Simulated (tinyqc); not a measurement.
Convergence with the basis: effective-mass impurity with a central-cell term, in a basis of Slater functions. Computed by tinyqc, a small Python program. Command: `OMP_NUM_THREADS=1 python tinyqc.py 3008409 3008410 out.jsonl centralcell walk`. One thread of a shared host (Intel(R) Xeon(R) Processor @ 2.30GHz), about 0.01 s of CPU time with the checks.

The envelope obeys H = -nabla^2 - (2/r) [Z + A exp(-kappa r)] in effective units, with kappa = a*/lambda; positive A deepens the well near the core.

Inputs (values chosen for the exercise, with mass and screening modelled on InP):

| quantity | value | unit |
|---|---|---|
| effective mass m | 0.0758 | m_0 |
| dielectric constant eps | 12.2 | - |
| charge Z of the core | 1 | - |
| central-cell strength A | 4.5 | - |
| central-cell range lambda | 2.4 | angstrom |
| smallest exponent zeta_1 | 0.38 | 1/a* |
| ratio beta of exponents | 2 | - |

Impurity: donor, one isotropic band.

Constants: Ry = 13.605693123 eV; a_0 = 0.529177210903 angstrom.

Method:
- Units: Ry* = Ry m/eps^2 and a* = a_0 eps/m, with m in m_0.
- kappa = a*/lambda; the hydrogenic ground state is bound by Z^2 Ry*.
- For s functions exp(-zeta r), with s = zeta_i + zeta_j: S = 2/s^3, T = zeta_i zeta_j S, V = -2 Z/s^2, W = -2 A/(s + kappa)^2; each function is normalised by dividing by sqrt(S_ii S_jj).
- Large basis: zeta_i = 0.06 x 1.6^(i-1), i = 1..22, same formulas; for p functions r exp(-zeta r): S = 24/s^5, T = zeta_i zeta_j S (centrifugal term included), V = -12 Z/s^4, W = -12 A/(s + kappa)^4; overlap eigenvalues below 1e-11 are dropped.
- Binding energies are -E Ry*; the effective quantum number is nu = Z/sqrt(-E); |psi(0)|^2 is given relative to the hydrogenic Z^3/(pi a*^3).
- zeta_i = zeta_1 beta^(i-1), i = 1..n.
- The error is the lowest level above the large-basis value.

kappa = 35.4879 1/a*

Ry* = 6.92899 meV

1s binding energy = 7.14344 meV

Error of the 1s level:

| n | error (meV) | largest exponent (1/a*) |
|---|---|---|
| 1 | 2.8675e+00 | 0.38 |
| 2 | 3.1109e-01 | 0.76 |
| 3 | 3.4302e-02 | 1.52 |
| 4 | 3.3455e-02 | 3.04 |
| 5 | 1.0465e-02 | 6.08 |
| 6 | 8.7555e-03 | 12.16 |
| 7 | 5.5980e-03 | 24.32 |
| 8 | 5.5093e-03 | 48.64 |

What follows from these numbers?

The error falls from 2.87 to 0.00551 meV. At n = 8 it falls by less than 5 %, where the largest exponent has not yet passed kappa by much.

Extremes, crossings and ranges named in words are read from the listed rows.
